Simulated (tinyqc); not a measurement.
## Scale length and length offset from two DIBL values

Inverse problem. DIBL = exp(-Le/(2 l)) + 2 exp(-Le/l) with Le = L - dL. Find l, dL and the drawn length for a DIBL of 100 mV/V.

DIBL at drawn lengths 82 and 130 nm (mV/V): 127.17736  26.923622

Solution. With e = exp(-Le/(2 l)), 2 e^2 + e = DIBL gives e and so Le/l at each length; Le/l is a straight line in L with slope 1/l.

l = 17.0 nm
dL = 5.40 nm
length for 100 mV/V = 89.0 nm

Program tinyqc, `OMP_NUM_THREADS=1 python tinyqc.py 2002165 2002166 out.jsonl`; Intel Xeon 2.30GHz, shared host, one thread, about 0.01 s.
